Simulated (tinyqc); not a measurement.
Worked calculation: RKS/PBE0 in the sto-3g basis, for BeH2, spin multiplicity 1. One step of it, computed by the program tinyqc.

Task: Iteration 1: building the Kohn-Sham matrix. J_ij = sum D_kl (ij|kl), K_ij = sum D_kl (ik|jl); F = H + J - 0.125 K + V_xc; E = tr D H + tr D J / 2 - 0.0625 tr D K + E_xc + E_nn.

D at the start:
```
            1Be 1s     1Be 2s    1Be 2px    1Be 2py    1Be 2pz      2H 1s      3H 1s
1Be 1s    0.015256  -0.095970   0.000000   0.000000   0.000000   0.138390   0.138390
1Be 2s   -0.095970   0.603711   0.000000   0.000000   0.000000  -0.870562  -0.870562
1Be 2px   0.000000   0.000000   1.996557   0.000000  -0.082913   0.000000   0.000000
1Be 2py   0.000000   0.000000   0.000000   0.839676   0.000000  -1.123079   1.123079
1Be 2pz   0.000000   0.000000  -0.082913   0.000000   0.003443   0.000000   0.000000
2H 1s     0.138390  -0.870562   0.000000  -1.123079   0.000000   2.757500  -0.246768
3H 1s     0.138390  -0.870562   0.000000   1.123079   0.000000  -0.246768   2.757500
```

core Hamiltonian H = T + V (hartree):
```
            1Be 1s     1Be 2s    1Be 2px    1Be 2py    1Be 2pz      2H 1s      3H 1s
1Be 1s   -8.484954  -2.092597   0.000000   0.000000   0.000000  -0.250644  -0.250644
1Be 2s   -2.092597  -2.706476   0.000000   0.000000   0.000000  -0.801980  -0.801980
1Be 2px   0.000000   0.000000  -2.186758   0.000000   0.000000   0.000000   0.000000
1Be 2py   0.000000   0.000000   0.000000  -2.341218   0.000000  -0.927667   0.927667
1Be 2pz   0.000000   0.000000   0.000000   0.000000  -2.186758   0.000000   0.000000
2H 1s    -0.250644  -0.801980   0.000000  -0.927667   0.000000  -1.854788  -0.026246
3H 1s    -0.250644  -0.801980   0.000000   0.927667   0.000000  -0.026246  -1.854788
```

Two-electron integrals (ij|kl) in chemists' order, unique and non-zero (hartree):
```
(11|11) 2.298831    (21|11) 0.392036    (21|21) 0.079539    (22|11) 0.570988
(22|21) 0.143041    (22|22) 0.417683    (31|31) 0.014607    (32|31) 0.021888
(32|32) 0.092265    (33|11) 0.569578    (33|21) 0.143083    (33|22) 0.417589
(33|33) 0.449859    (41|41) 0.014607    (42|41) 0.021888    (42|42) 0.092265
(43|43) 0.024249    (44|11) 0.569578    (44|21) 0.143083    (44|22) 0.417589
(44|33) 0.401360    (44|44) 0.449859    (51|51) 0.014607    (52|51) 0.021888
(52|52) 0.092265    (53|53) 0.024249    (54|54) 0.024249    (55|11) 0.569578
(55|21) 0.143083    (55|22) 0.417589    (55|33) 0.401360    (55|44) 0.401360
(55|55) 0.449859    (61|11) 0.045669    (61|21) 0.009260    (61|22) 0.016804
(61|33) 0.016694    (61|41) 0.000820    (61|42) 0.001552    (61|44) 0.017031
(61|55) 0.016694    (61|61) 0.001130    (62|11) 0.136218    (62|21) 0.034760
(62|22) 0.114133    (62|33) 0.109521    (62|41) 0.004481    (62|42) 0.029930
(62|44) 0.123247    (62|55) 0.109521    (62|61) 0.004478    (62|62) 0.051107
(63|31) 0.002829    (63|32) 0.014058    (63|43) 0.004883    (63|63) 0.004051
(64|11) 0.156420    (64|21) 0.040330    (64|22) 0.138360    (64|33) 0.130284
(64|41) 0.007123    (64|42) 0.046029    (64|44) 0.154367    (64|55) 0.130284
(64|61) 0.005370    (64|62) 0.069651    (64|64) 0.096958    (65|51) 0.002829
(65|52) 0.014058    (65|54) 0.004883    (65|65) 0.004051    (66|11) 0.308326
(66|21) 0.079928    (66|22) 0.295298    (66|33) 0.275008    (66|41) 0.010757
(66|42) 0.096484    (66|44) 0.335534    (66|55) 0.275008    (66|61) 0.010422
(66|62) 0.175986    (66|64) 0.252160    (66|66) 0.774606    (71|11) 0.045669
(71|21) 0.009260    (71|22) 0.016804    (71|33) 0.016694    (71|41) -0.000820
(71|42) -0.001552   (71|44) 0.017031    (71|55) 0.016694    (71|61) 0.001032
(71|62) 0.003781    (71|64) 0.004270    (71|66) 0.008674    (71|71) 0.001130
(72|11) 0.136218    (72|21) 0.034760    (72|22) 0.114133    (72|33) 0.109521
(72|41) -0.004481   (72|42) -0.029930   (72|44) 0.123247    (72|55) 0.109521
(72|61) 0.003781    (72|62) 0.023820    (72|64) 0.027102    (72|66) 0.059775
(72|71) 0.004478    (72|72) 0.051107    (73|31) 0.002829    (73|32) 0.014058
(73|43) -0.004883   (73|63) 0.001366    (73|73) 0.004051    (74|11) -0.156420
(74|21) -0.040330   (74|22) -0.138360   (74|33) -0.130284   (74|41) 0.007123
(74|42) 0.046029    (74|44) -0.154367   (74|55) -0.130284   (74|61) -0.004270
(74|62) -0.027102   (74|64) -0.030399   (74|66) -0.068375   (74|71) -0.005370
(74|72) -0.069651   (74|74) 0.096958    (75|51) 0.002829    (75|52) 0.014058
(75|54) -0.004883   (75|65) 0.001366    (75|75) 0.004051    (76|11) 0.004396
(76|21) 0.001088    (76|22) 0.003088    (76|33) 0.003055    (76|44) 0.003154
(76|55) 0.003055    (76|61) 0.000128    (76|62) 0.000861    (76|64) 0.001054
(76|66) 0.002265    (76|71) 0.000128    (76|72) 0.000861    (76|74) -0.001054
(76|76) 0.000023    (77|11) 0.308326    (77|21) 0.079928    (77|22) 0.295298
(77|33) 0.275008    (77|41) -0.010757   (77|42) -0.096484   (77|44) 0.335534
(77|55) 0.275008    (77|61) 0.008674    (77|62) 0.059775    (77|64) 0.068375
(77|66) 0.154458    (77|71) 0.010422    (77|72) 0.175986    (77|74) -0.252160
(77|76) 0.002265    (77|77) 0.774606
```

nuclear repulsion = 2.62580636 hartree

V_xc (hartree):
```
            1Be 1s     1Be 2s    1Be 2px    1Be 2py    1Be 2pz      2H 1s      3H 1s
1Be 1s   -0.297202  -0.076375   0.000000   0.000000   0.000000  -0.008894  -0.008894
1Be 2s   -0.076375  -0.231472   0.000000   0.000000   0.000000  -0.083388  -0.083388
1Be 2px   0.000000   0.000000  -0.274397   0.000000   0.003935   0.000000   0.000000
1Be 2py   0.000000   0.000000   0.000000  -0.232658   0.000000  -0.111277   0.111277
1Be 2pz   0.000000   0.000000   0.003935   0.000000  -0.188449   0.000000   0.000000
2H 1s    -0.008894  -0.083388   0.000000  -0.111277   0.000000  -0.393241  -0.001772
3H 1s    -0.008894  -0.083388   0.000000   0.111277   0.000000  -0.001772  -0.393241
```

E_xc = sum of w rho eps_xc = -1.75471554 hartree

Give: Coulomb J; exchange K; Kohn-Sham matrix F; total energy of this density.

Result:

Coulomb J (hartree):
```
         1Be 1s  1Be 2s  1Be 2px  1Be 2py  1Be 2pz   2H 1s    3H 1s
1Be 1s   2.4684  0.6266   0.0000   0.0000   0.0000  0.0739   0.0739
1Be 2s   0.6266  2.0366   0.0000   0.0000   0.0000  0.6910   0.6910
1Be 2px  0.0000  0.0000   2.0276   0.0000  -0.0040  0.0000   0.0000
1Be 2py  0.0000  0.0000   0.0000   2.1495   0.0000  0.8999  -0.8999
1Be 2pz  0.0000  0.0000  -0.0040   0.0000   1.9310  0.0000   0.0000
2H 1s    0.0739  0.6910   0.0000   0.8999   0.0000  2.4350   0.0153
3H 1s    0.0739  0.6910   0.0000  -0.8999   0.0000  0.0153   2.4350
```

exchange K (hartree):
```
          1Be 1s  1Be 2s  1Be 2px  1Be 2py  1Be 2pz    2H 1s    3H 1s
1Be 1s    0.0444  0.0518   0.0000   0.0000   0.0000  -0.0012  -0.0012
1Be 2s    0.0518  0.2454   0.0000   0.0000   0.0000   0.1348   0.1348
1Be 2px   0.0000  0.0000   0.9227   0.0000  -0.0353   0.0000   0.0000
1Be 2py   0.0000  0.0000   0.0000   0.1779   0.0000   0.2302  -0.2302
1Be 2pz   0.0000  0.0000  -0.0353   0.0000   0.0744   0.0000   0.0000
2H 1s    -0.0012  0.1348   0.0000   0.2302   0.0000   1.3854   0.0133
3H 1s    -0.0012  0.1348   0.0000  -0.2302   0.0000   0.0133   1.3854
```

Kohn-Sham matrix F (hartree):
```
          1Be 1s   1Be 2s  1Be 2px  1Be 2py  1Be 2pz    2H 1s    3H 1s
1Be 1s   -6.3193  -1.5489   0.0000   0.0000   0.0000  -0.1855  -0.1855
1Be 2s   -1.5489  -0.9320   0.0000   0.0000   0.0000  -0.2112  -0.2112
1Be 2px   0.0000   0.0000  -0.5488   0.0000   0.0043   0.0000   0.0000
1Be 2py   0.0000   0.0000   0.0000  -0.4466   0.0000  -0.1679   0.1679
1Be 2pz   0.0000   0.0000   0.0043   0.0000  -0.4535   0.0000   0.0000
2H 1s    -0.1855  -0.2112   0.0000  -0.1679   0.0000   0.0138  -0.0144
3H 1s    -0.1855  -0.2112   0.0000   0.1679   0.0000  -0.0144   0.0138
```

total energy of this density = -3.731079 hartree

This density is the starting one.
